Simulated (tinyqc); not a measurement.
Hartree-Fock atom on a uniform radial grid, spin-unpolarised, for He, step by step. Computed by tinyqc, a small Python program that keeps every step. Settings: Z = 2, points = 256, R = 11.8, functional = hf2, mixing = 0.2, iteration cap = 90. Command: `OMP_NUM_THREADS=1 python tinyqc.py 27068 27069 out.jsonl` (the two numbers bound the seeds that draw the settings). One thread of a shared host (Intel(R) Xeon(R) Processor @ 2.60GHz), about 0.9 s of CPU time with the checks. Later iterations appear only in the table of the cycle.

## Iteration 1

Spherical atom on a uniform radial grid r_j = j h with h = R/(N + 1), h sum u^2 = 1 and integrals as h times sums, u(0) = u(R) = 0 (atomic units):
```
parameter            value
Z                        2
points N               256
R                11.800000
h                 0.045914
mixing            0.200000
electrons in 1s          2
```

Three-point differences turn -u''/2 + [l(l+1)/2r^2 - Z/r + V] u = e u into a tridiagonal matrix (diagonal 1/h^2 + potential, off-diagonal -1/2h^2). D = sum f u^2; the Hartree potential y/r solves y'' = -D/r with y(0) = 0, y(R) = N_e; for two electrons in one orbital exchange is -V_H/2 (Hartree-Fock); E = sum f e - int D V + int D (V_H/2 + eps_xc); V(new) = V + mixing (V_H + v_xc - V).

eigenvalues (hartree): [-1.9958]

Every 16th grid point:
```
r          V in     u(1s)         D     V_H     v_xc
0.7346   0.0000    0.9562    1.8285  2.3660  -1.1830
1.4693   0.0000    0.4409    0.3888  1.3461  -0.6731
2.2039   0.0000    0.1525    0.0465  0.9068  -0.4534
2.9385   0.0000    0.0469    0.0044  0.6806  -0.3403
3.6732   0.0000    0.0135  3.65e-04  0.5445  -0.2722
4.4078   0.0000    0.0037  2.80e-05  0.4537  -0.2269
5.1424   0.0000    0.0010  2.02e-06  0.3889  -0.1945
5.8770   0.0000  2.65e-04  1.40e-07  0.3403  -0.1702
6.6117   0.0000  6.87e-05  9.45e-09  0.3025  -0.1512
7.3463   0.0000  1.76e-05  6.20e-10  0.2722  -0.1361
8.0809   0.0000  4.47e-06  3.99e-11  0.2475  -0.1237
8.8156   0.0000  1.12e-06         0  0.2269  -0.1134
9.5502   0.0000  2.81e-07         0  0.2094  -0.1047
10.2848  0.0000  6.95e-08         0  0.1945  -0.0972
11.0195  0.0000  1.63e-08         0  0.1815  -0.0907
11.7541  0.0000  6.81e-10         0  0.1702  -0.0851
```

total energy = -2.742659 hartree

## Iteration 2

As before.

eigenvalues (hartree): [-1.7483]

Every 16th grid point:
```
r          V in     u(1s)         D     V_H     v_xc
0.7346   0.2366    0.9492    1.8020  2.3309  -1.1655
1.4693   0.1346    0.4663    0.4349  1.3422  -0.6711
2.2039   0.0907    0.1741    0.0606  0.9064  -0.4532
2.9385   0.0681    0.0581    0.0067  0.6805  -0.3403
3.6732   0.0544    0.0182    0.0007  0.5445  -0.2722
4.4078   0.0454    0.0055  6.04e-05  0.4537  -0.2269
5.1424   0.0389    0.0016  5.21e-06  0.3889  -0.1945
5.8770   0.0340  4.65e-04  4.32e-07  0.3403  -0.1702
6.6117   0.0302  1.32e-04  3.47e-08  0.3025  -0.1512
7.3463   0.0272  3.69e-05  2.73e-09  0.2722  -0.1361
8.0809   0.0247  1.02e-05  2.10e-10  0.2475  -0.1237
8.8156   0.0227  2.82e-06  1.59e-11  0.2269  -0.1134
9.5502   0.0209  7.72e-07         0  0.2094  -0.1047
10.2848  0.0194  2.09e-07         0  0.1945  -0.0972
11.0195  0.0181  5.33e-08         0  0.1815  -0.0907
11.7541  0.0170  2.32e-09         0  0.1702  -0.0851
```

total energy = -2.784288 hartree

## Convergence

Stop when input and output potentials agree to 1e-7.

Course of the cycle (hartree):
```
iteration          E    e(1s)  largest |V(out) - V(in)|
1          -2.742659  -1.9958                  1.99e+00
2          -2.784288  -1.7483                  1.53e+00
3          -2.811289  -1.5584                  1.17e+00
4          -2.828397  -1.4124                  8.92e-01
5          -2.839006  -1.3000                  6.79e-01
6          -2.845459  -1.2134                  5.16e-01
7          -2.849319  -1.1466                  3.92e-01
8          -2.851594  -1.0950                  2.97e-01
9          -2.852919  -1.0551                  2.25e-01
10         -2.853684  -1.0242                  1.70e-01
11         -2.854121  -1.0002                  1.29e-01
...              ...      ...                       ...
61         -2.854694  -0.9153                  8.61e-07
62         -2.854694  -0.9153                  6.87e-07
63         -2.854694  -0.9153                  5.48e-07
64         -2.854694  -0.9153                  4.37e-07
65         -2.854694  -0.9153                  3.49e-07
66         -2.854694  -0.9153                  2.78e-07
67         -2.854694  -0.9153                  2.22e-07
68         -2.854694  -0.9153                  1.77e-07
69         -2.854694  -0.9153                  1.42e-07
70         -2.854694  -0.9153                  1.13e-07
71         -2.854694  -0.9153                  9.02e-08
```

Converged in 71 iterations. A uniform grid resolves the cusp poorly: for a bare nucleus this grid gives 1s at -1.99580 against -Z^2/2 = -2 hartree. Before convergence this energy mixes input and output and is not variational, so it may rise towards its limit.
